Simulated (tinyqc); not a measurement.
Memristor with linear dopant drift, Joglekar window: one step of the calculation.

A film of thickness D has a doped share x: R = Ron x + Roff (1 - x), i = v/R, dx/dt = k i F with k = mv Ron/D^2 and F = 1 - (2 x - 1)^(2 p). The drive is v = V0 sin(2 pi f t). The model has no threshold and no heating.

Task. One Runge-Kutta step. Step h = 1/(12 f), from t = j h. With g(t, x) = dx/dt: k1 = g(t, x), k2 = g(t + h/2, x + h k1/2), k3 = g(t + h/2, x + h k2/2), k4 = g(t + h, x + h k3), x(new) = x + h (k1 + 2 k2 + 2 k3 + k4)/6.

Values chosen for this exercise:
```
symbol    value       unit                             meaning
Ron         200        ohm  resistance of the fully doped film
Roff       5000        ohm      resistance of the undoped film
D            10         nm                      film thickness
mv      6.5e-15  m^2/(V s)                     dopant mobility
V0          0.6          V                           amplitude
p             2                                window exponent
f             7         Hz                           frequency
```

x at step 2 = 0.52457107
j = 2

Wanted: k1..k4; x at step 3.

Result.

k1..k4 (1/s): [2.722, 3.134, 3.149, 3.387]
x at step 3 = 0.5616

Numbers from tinyqc (`OMP_NUM_THREADS=1 python tinyqc.py 2880067 2880068 out.jsonl`; about 0.1 s on one thread of a shared Intel Xeon 2.30GHz).
